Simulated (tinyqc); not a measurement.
Molecular dynamics of a small cluster by velocity Verlet steps: one step, computed by the program tinyqc.

E = sum_(i<j) phi(r_ij), phi(r) = eps [exp(-2 alpha (r - r0)) - 2 exp(-alpha (r - r0))]; the force on i is -sum_j phi'(r_ij) (R_i - R_j)/r_ij.

Problem. State at the start. Velocity Verlet: a = c F/M with c = 9.648533212e-3 angstrom/fs^2 per eV/(angstrom u); R(new) = R + v dt + a dt^2/2; v(new) = v + (a + a(new)) dt/2. Kinetic energy K = M v^2/(2c); temperature T = 2K/((3N - 3) k_B), rotation of the cluster included.

Inputs (values chosen for the exercise, for model atoms): length r0 = 2.89 angstrom; well depth eps = 0.52 eV; stiffness alpha = 1.99 1/angstrom; atomic mass M = 89.8 u; time step dt = 3 fs.

Potential: Morse. Thermostat: none.

starting positions (angstrom), rows atom 1, atom 2, atom 3, atom 4, columns x, y, z:
```
[[-0.02, 0.02, -0.04],
 [2.9, -0.02, 0.02],
 [1.43, 2.45, 0.02],
 [1.46, 0.85, 2.32]]
```

starting velocities (angstrom/fs), rows atom 1, atom 2, atom 3, atom 4, columns x, y, z:
```
[[-0.00078, 2e-05, -0.00057],
 [0.00142, 0.00024, 0.00038],
 [0.00126, 0.00047, 7e-05],
 [-0.00191, -0.00073, 0.00012]]
```

Constants: 1 eV/(angstrom u) = 9.648533212e-03 angstrom/fs^2; k_B = 8.617333262e-05 eV/K.

Give: forces; potential energy; kinetic energy; temperature.

Solution.

forces (eV/angstrom), rows atom 1, atom 2, atom 3, atom 4, columns x, y, z:
```
[[-0.00109, -0.23497, 0.04929],
 [0.01333, -0.11376, -0.15372],
 [0.11078, 0.57985, -0.38145],
 [-0.12301, -0.23112, 0.48589]]
```

potential energy = -3.0861 eV

kinetic energy = 0.042631 eV

temperature = 109.94 K
